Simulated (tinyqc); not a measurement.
What moves the results: sp3s* tight binding with spin-orbit coupling. A value that a table varies takes the place of the one given here.

sp3s* tight binding, nearest neighbours only: anion (a) at 0, cation (c) at a/4 (1,1,1), orbitals s, px, py, pz, s* on each; k in units of 2 pi/a. With phases e_j = exp(i (pi/2) k.n_j) for n = (1,1,1), (1,-1,-1), (-1,1,-1), (-1,-1,1): g0 = (e1+e2+e3+e4)/4, g1 = (e1+e2-e3-e4)/4, g2 = (e1-e2+e3-e4)/4, g3 = (e1-e2-e3+e4)/4. The diagonal holds the levels Esa, Epa, Exa (s*) and Esc, Epc, Exc. Anion-cation block: <sa|sc> = Vss g0; <sa|xc> = Vsapc g1; <xa|sc> = -Vscpa g1; <xa|xc> = Vxx g0; <xa|yc> = <ya|xc> = Vxy g3, <xa|zc> = <za|xc> = Vxy g2, <ya|zc> = <za|yc> = Vxy g1; <s*a|xc> = Vxapc g1; <xa|s*c> = -Vpaxc g1; y and z take g2 and g3 in place of g1; s-s* and s*-s* vanish.

Spin-orbit coupling acts within the p shell of each atom as (D/3) L.sigma, D = Da or Dc: it puts four states at Ep + D/3 and two at Ep - 2D/3.

Inputs chosen for the exercise (near a published set for Si, fitted to gaps, whose masses and valley positions are rough; spin-orbit coupling, where it is added without a refit, lifts the valence top and shrinks all gaps by about a third of the splitting; not measured data):
- Esa = -4.197 eV (s level of the anion)
- Epa = 1.718 eV (p level of the anion)
- Esc = -4.197 eV (s level of the cation)
- Epc = 1.718 eV (p level of the cation)
- Exa = 6.694 eV (s* level of the anion)
- Exc = 6.694 eV (s* level of the cation)
- Vss = -8.293 eV (s-s)
- Vxx = 1.72 eV (px-px)
- Vxy = 4.58 eV (px-py)
- Vsapc = 5.739 eV (s anion, p cation)
- Vscpa = 5.739 eV (s cation, p anion)
- Vxapc = 5.37 eV (s* anion, p cation)
- Vpaxc = 5.37 eV (p anion, s* cation)
- Da = 0.042 eV (atomic spin-orbit splitting, anion)
- Dc = 0.042 eV (the same, cation)
- eta = 3 (scaling exponent)
- D001 = 0.78 (ratio -ezz/exx)

## What the s* orbital does

The s* couplings Vxapc and Vpaxc are scaled by f; f = 0 is the plain sp3 model. Gaps from the top of the valence band at Gamma; the Delta value is the minimum on (x,0,0), 0.5 <= x <= 1.

Gaps (eV):
```
f      Gamma   Delta       L  x of the minimum
0.00  3.3980  4.0851  4.0266             0.500
0.25  3.3980  3.7970  3.8399             0.500
0.50  3.3980  3.1410  3.4204             0.556
0.75  3.3980  2.1914  2.9448             0.697
0.90  3.3980  1.5816  2.6680             0.722
1.00  3.3980  1.1746  2.4924             0.731
1.10  3.3980  0.7705  2.0908             0.735
```

The gap at Gamma stays, since g1 to g3 vanish there. From f = 0 to 1 the s* levels lower the Delta value by 2.911 eV and L by 1.534 eV. For f = 0 and 0.25 the least value lies at x = 0.5, the end of the range: any valley further out lies above that value until s* has lowered it enough. The lowest of the three is Gamma at f = 0 and the Delta line at f = 1.

## Hydrostatic strain (sp3s* tight binding with spin-orbit coupling, strained)

Strain e moves each bond vector to d = (1 + e) d0 (no internal displacement for the diagonal strains used here) and k is given in fractions of the strained reciprocal cell, so the phases stay. Two-centre values Vss_sigma = Vss/4, Vsp_sigma = sqrt3 V/4 for each s-p and s*-p pair, Vpp_sigma = (Vxx + 2 Vxy)/4, Vpp_pi = (Vxx - Vxy)/4 are scaled by (d0/d)^eta and combined with the new direction cosines; the levels on the diagonal stay.

exx = eyy = ezz = e. Gaps as measured from the top of the valence band; the deformation potentials are (gap(0.01) - gap(-0.01))/0.06.

Gaps (eV):
```
e       Gamma   Delta       L  x of the minimum
-0.03  3.7271  1.2023  2.5561             0.715
-0.02  3.6129  1.1936  2.5419             0.720
-0.01  3.5033  1.1844  2.5273             0.725
0.00   3.3980  1.1746  2.4924             0.731
0.01   3.2968  1.1644  2.3389             0.736
0.02   3.1996  1.1537  2.1910             0.742
0.03   3.1061  1.1426  2.0486             0.747
```

gap deformation potentials (eV): Gamma -3.441, Delta -0.333, L -3.139

Per unit of volume strain the gaps move by -3.44 (Gamma), -0.33 (Delta) and -3.14 eV (L). The lowest valley stays the Delta line over the range. These potentials follow from the one exponent eta, which fitted models replace by one for each integral; with it the sizes are rough, the sign for Delta can be wrong (in Si, Ge and the III-V crystals measured values are small and positive), and the pressures at which valleys cross, and which valley takes over, are rough too. A gap of zero, where one is listed, marks an s level that has sunk below the valence top.

## Biaxial strain splits the top of the valence band (sp3s* tight binding, strained)

No spin-orbit coupling; k = 0; exx = eyy = e, ezz = -D001 e. The four bonds keep equal lengths, and the sums over them give Vxx(e) for px and py and Vzz(e) for pz; each level is the lower root of [[Epa, V], [V, Epc]], and the s level the upper root of the s block. The shear potential b follows from E(x,y) - E(z) = 3 b (exx - ezz), taken as the slope between e = -0.005 and 0.005.

Couplings and levels at Gamma (eV):
```
e           ezz  Vxx(e)  Vzz(e)   E(x,y)     E(z)  E(x,y) - E(z) (meV)  upper s level
-0.020   0.0156  1.6490  1.9877   0.0690  -0.2697                338.7         4.2980
-0.010   0.0078  1.6856  1.8518   0.0324  -0.1338                166.2         4.1971
-0.005   0.0039  1.7031  1.7854   0.0149  -0.0674                 82.3         4.1466
0.005   -0.0039  1.7364  1.6557  -0.0184   0.0623                -80.7         4.0454
0.010   -0.0078  1.7523  1.5924  -0.0343   0.1256               -159.9         3.9948
0.020   -0.0156  1.7825  1.4689  -0.0645   0.2491               -313.6         3.8935
```

b = -3.053 eV

Under tension in the plane (e > 0) the bonds tilt towards the plane, Vxx grows to 1.7523 and Vzz falls to 1.5924 eV at e = 0.01, and the pz state forms the top of the valence band, by 159.9 meV; under compression (e = -0.01) the px, py pair does, by 166.2 meV. The slope gives b = -3.05 eV, a rough value, since on-site strain terms are left out (measured values lie near -2 eV).

## What each parameter does

Gaps from the top of the valence band at Gamma; Delta is the minimum on (x,0,0), 0.5 <= x <= 1. A change on one sublattice alone makes the two atoms unequal. Each row changes one parameter from the base and keeps the others.

Results:
```
case              Ev (eV)  gap Gamma (eV)  gap Delta (eV)  gap L (eV)
base               0.0120          3.3980          1.1746      2.4924
Vss = -7.993 eV    0.0120          3.3980          1.1952      2.3983
Vsapc = 5.439 eV   0.0120          3.3980          1.0925      2.3489
Vscpa = 6.039 eV   0.0120          3.3980          1.2450      2.4872
Vxy = 4.78 eV      0.0120          3.3980          1.1746      2.4593
Esc = -4.497 eV    0.0120          3.3980          1.1490      2.3887
Vpaxc = 5.17 eV    0.0120          3.3980          1.2482      2.4974
```

The largest shifts from the base row, up to three for each result and ties (the steps differ in size, so this ranks the rows, not the parameters). Ev (eV): unchanged at the printed digits by Vss, Vsapc, Vscpa, Vxy, Esc and Vpaxc. gap Gamma (eV): unchanged at the printed digits by Vss, Vsapc, Vscpa, Vxy, Esc and Vpaxc. gap Delta (eV): Vsapc -0.0821, Vpaxc +0.0735, Vscpa +0.0703; unchanged at the printed digits by Vxy. gap L (eV): Vsapc -0.1434, Esc -0.1037, Vss -0.0940. Vsapc, Vscpa, Vxy and Vpaxc cannot move Ev or the gap at Gamma, whose blocks do not hold them; s parameters never move Ev, and move the gap only where the lowest empty level at Gamma is s-like.

Run: tinyqc, `OMP_NUM_THREADS=1 python tinyqc.py 1482146 1482147 out.jsonl`; Intel(R) Xeon(R) Processor @ 2.30GHz, one thread, shared host; about 0.1 s of CPU time with all checks.
